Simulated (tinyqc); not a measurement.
Worked calculation: RHF in the sto-3g basis, for H3+, spin multiplicity 1. Computed by tinyqc, a small Python program that keeps every step (integrals from PySCF). Settings: charge = 1, multiplicity = 1, basis = sto-3g, energy threshold = 1e-08, iteration cap = 54, orthogonalisation = symmetric, start = atomic densities, DIIS depth = 6, method = RHF. Command: `OMP_NUM_THREADS=1 python tinyqc.py 27979 27980 out.jsonl` (the two numbers bound the seeds that draw the settings). One thread of a shared host (Intel(R) Xeon(R) Processor @ 2.60GHz), about 0.04 s of CPU time with the checks. Later iterations appear only in the table of the cycle.

## One-electron integrals

Geometry (angstrom):
```
atom       x       y       z
H     0.0000  0.0000  0.0000
H     0.0000  0.0000  1.2890
H     0.0000  1.1160  0.6440
```

Basis sto-3g: exponents (1/bohr^2) and contraction coefficients of normalised primitives:
```
element  l (shell)  exponent  coefficient
H            s (1)    3.4253       0.1543
H            s (1)    0.6239       0.5353
H            s (1)    0.1689       0.4446
```

Overlap, kinetic and nuclear-attraction integrals over the contracted functions; the nuclear repulsion is the sum of Za Zb / Rab.

nuclear repulsion = 1.231769 hartree

overlap S, order 1H 1s, 2H 1s, 3H 1s:
```
[[1.0000, 0.3441, 0.3444],
 [0.3441, 1.0000, 0.3441],
 [0.3444, 0.3441, 1.0000]]
```

kinetic energy T (hartree), order 1H 1s, 2H 1s, 3H 1s:
```
[[0.7600, 0.0356, 0.0357],
 [0.0356, 0.7600, 0.0356],
 [0.0357, 0.0356, 0.7600]]
```

nuclear attraction V (hartree), order 1H 1s, 2H 1s, 3H 1s:
```
[[-2.0398, -0.6377, -0.6382],
 [-0.6377, -2.0397, -0.6377],
 [-0.6382, -0.6377, -2.0398]]
```

core Hamiltonian H = T + V (hartree), order 1H 1s, 2H 1s, 3H 1s:
```
[[-1.2798, -0.6021, -0.6025],
 [-0.6021, -1.2796, -0.6021],
 [-0.6025, -0.6021, -1.2798]]
```

## Two-electron integrals

Functions are numbered as in S; the eight-fold symmetry (ij|kl) = (ji|kl) = (kl|ij) leaves the list below.

Two-electron integrals (ij|kl) in chemists' order, unique and non-zero (hartree):
```
(11|11) 0.7746   (21|11) 0.1963   (21|21) 0.0706   (22|11) 0.3943
(22|21) 0.1963   (22|22) 0.7746   (31|11) 0.1964   (31|21) 0.0612
(31|22) 0.1453   (31|31) 0.0707   (32|11) 0.1453   (32|21) 0.0612
(32|22) 0.1963   (32|31) 0.0612   (32|32) 0.0706   (33|11) 0.3944
(33|21) 0.1453   (33|22) 0.3943   (33|31) 0.1964   (33|32) 0.1963
(33|33) 0.7746
```

## Orthogonalisation

S = U s U^T; symmetric (Loewdin) form X = U s^(-1/2) U^T, so that X^T S X = 1.

eigenvalues of S: [0.6556, 0.6560, 1.6884]

X, order 1H 1s, 2H 1s, 3H 1s:
```
[[1.0798, -0.1550, -0.1552],
 [-0.1550, 1.0797, -0.1550],
 [-0.1552, -0.1550, 1.0798]]
```

## Starting guess

The start is atomic minimal-basis densities projected into this basis (PySCF's MINAO start) and scaled to the electron count of each spin; this density is not idempotent, so its energy is not variational and may lie below the converged one.

D at the start, order 1H 1s, 2H 1s, 3H 1s:
```
[[0.6339, 0.0476, 0.0477],
 [0.0476, 0.6339, 0.0476],
 [0.0477, 0.0476, 0.6339]]
```

## Iteration 1: building the Fock matrix

J_ij = sum D_kl (ij|kl), K_ij = sum D_kl (ik|jl); F = H + J - 0.5 K; E = tr D H + tr D J / 2 - 0.25 tr D K + E_nn.

Coulomb J (hartree), order 1H 1s, 2H 1s, 3H 1s:
```
[[1.0422, 0.3593, 0.3595],
 [0.3593, 1.0421, 0.3593],
 [0.3595, 0.3593, 1.0422]]
```

exchange K (hartree), order 1H 1s, 2H 1s, 3H 1s:
```
[[0.6238, 0.3294, 0.3296],
 [0.3294, 0.6237, 0.3295],
 [0.3296, 0.3295, 0.6238]]
```

Fock matrix F (hartree), order 1H 1s, 2H 1s, 3H 1s:
```
[[-0.5495, -0.4075, -0.4078],
 [-0.4075, -0.5494, -0.4075],
 [-0.4078, -0.4075, -0.5495]]
```

total energy of this density = -0.651765 hartree

This density is the starting one; it is not idempotent, so its energy is not variational and may lie below the converged one.

## Iteration 1: diagonalisation and new density

Diagonalise F' = X^T F X, C = X C', fill 1 alpha and 1 beta electrons from the bottom; D = 2 C_occ C_occ^T. Each column has its largest component positive (the first on a tie).

F' = X^T F X (hartree):
```
[[-0.4136, -0.1973, -0.1975],
 [-0.1973, -0.4136, -0.1973],
 [-0.1975, -0.1973, -0.4136]]
```

orbital energies (hartree): [-0.8083, -0.2164, -0.2161]

coefficients C, order 1H 1s, 2H 1s, 3H 1s:
```
[[0.4444, -0.5155, -0.8665],
 [0.4442, 1.0081, -0.0133],
 [0.4444, -0.4924, 0.8799]]
```

D after iteration 1, order 1H 1s, 2H 1s, 3H 1s:
```
[[0.3950, 0.3948, 0.3950],
 [0.3948, 0.3946, 0.3948],
 [0.3950, 0.3948, 0.3950]]
```

## Iteration 2: building the Fock matrix

As before.

Coulomb J (hartree), order 1H 1s, 2H 1s, 3H 1s:
```
[[1.0422, 0.3648, 0.3650],
 [0.3648, 1.0419, 0.3648],
 [0.3650, 0.3648, 1.0422]]
```

exchange K (hartree), order 1H 1s, 2H 1s, 3H 1s:
```
[[0.7202, 0.5258, 0.5261],
 [0.5258, 0.7197, 0.5258],
 [0.5261, 0.5258, 0.7202]]
```

Fock matrix F (hartree), order 1H 1s, 2H 1s, 3H 1s:
```
[[-0.5977, -0.5002, -0.5005],
 [-0.5002, -0.5976, -0.5002],
 [-0.5005, -0.5002, -0.5977]]
```

total energy of this density = -1.186226 hartree

## Iteration 2: DIIS over 2 matrices

error matrix X^T (FDS - SDF) X:
```
[[0.0000, 0.0000, 0.0000],
 [0.0000, 0.0000, 0.0000],
 [0.0000, 0.0000, 0.0000]]
```

B (overlaps of the stored error matrices):
```
[[2.7859150e-09, -3.6286177e-09],
 [-3.6286177e-09, 4.7262269e-09]]
```

Minimise |sum c_i e_i|^2 with sum c_i = 1: solve [B -1; -1 0][c; lambda] = [0; -1] with B_ij = tr e_i^T e_j, and take F = sum c_i F_i.

DIIS coefficients: [0.5657, 0.4343]

extrapolated F (hartree), order 1H 1s, 2H 1s, 3H 1s:
```
[[-0.5704, -0.4478, -0.4480],
 [-0.4478, -0.5703, -0.4478],
 [-0.4480, -0.4478, -0.5704]]
```

## Iteration 2: diagonalisation and new density

As before.

F' = X^T F X (hartree):
```
[[-0.4140, -0.2271, -0.2273],
 [-0.2271, -0.4140, -0.2271],
 [-0.2273, -0.2271, -0.4140]]
```

orbital energies (hartree): [-0.8684, -0.1870, -0.1867]

coefficients C, order 1H 1s, 2H 1s, 3H 1s:
```
[[0.4444, -0.5155, -0.8665],
 [0.4442, 1.0081, -0.0133],
 [0.4444, -0.4924, 0.8799]]
```

D after iteration 2, order 1H 1s, 2H 1s, 3H 1s:
```
[[0.3949, 0.3948, 0.3949],
 [0.3948, 0.3947, 0.3948],
 [0.3949, 0.3948, 0.3949]]
```

## Iteration 3: building the Fock matrix

As before.

Coulomb J (hartree), order 1H 1s, 2H 1s, 3H 1s:
```
[[1.0422, 0.3648, 0.3650],
 [0.3648, 1.0419, 0.3648],
 [0.3650, 0.3648, 1.0422]]
```

exchange K (hartree), order 1H 1s, 2H 1s, 3H 1s:
```
[[0.7202, 0.5258, 0.5261],
 [0.5258, 0.7197, 0.5258],
 [0.5261, 0.5258, 0.7202]]
```

Fock matrix F (hartree), order 1H 1s, 2H 1s, 3H 1s:
```
[[-0.5977, -0.5002, -0.5005],
 [-0.5002, -0.5976, -0.5002],
 [-0.5005, -0.5002, -0.5977]]
```

total energy of this density = -1.186226 hartree

## Iteration 3 (converged): orbitals

As before.

F' = X^T F X (hartree):
```
[[-0.4145, -0.2660, -0.2662],
 [-0.2660, -0.4145, -0.2660],
 [-0.2662, -0.2660, -0.4145]]
```

orbital energies (hartree): [-0.9466, -0.1486, -0.1483]

coefficients C, order 1H 1s, 2H 1s, 3H 1s:
```
[[0.4444, -0.5155, -0.8665],
 [0.4442, 1.0081, -0.0133],
 [0.4444, -0.4924, 0.8799]]
```

D after iteration 3, order 1H 1s, 2H 1s, 3H 1s:
```
[[0.3949, 0.3948, 0.3949],
 [0.3948, 0.3947, 0.3948],
 [0.3949, 0.3948, 0.3949]]
```

## Convergence

Stop when the energy changes by less than 1e-08 hartree and every element of the error matrix X^T (F D S - S D F) X is below 3e-05.

Course of the cycle:
```
iteration  E (hartree)     change  largest element of the error matrix
1            -0.651765          -                             2.68e-05
2            -1.186226  -5.34e-01                             3.49e-05
3            -1.186226  -1.16e-09                             1.87e-05
```

PySCF RHF in the same basis = -1.186226 hartree

Converged in 3 iterations.

## Populations, bond orders and dipole

Mulliken: Z minus the diagonal of D S on the atom; Loewdin: the same with S^(1/2) D S^(1/2); Mayer order: 2 sum_s sum (D(s) S)_ij (D(s) S)_ji over the two atoms.

Charges (e):
```
atom  Mulliken  Loewdin
1H      0.3332   0.3332
2H      0.3336   0.3336
3H      0.3332   0.3332
```

Mayer bond orders:
```
pair   order
2-1   0.4444
3-1   0.4446
3-2   0.4444
```

dipole moment about the origin, x y z (debye): [0.0000, 1.7861, 3.0960]
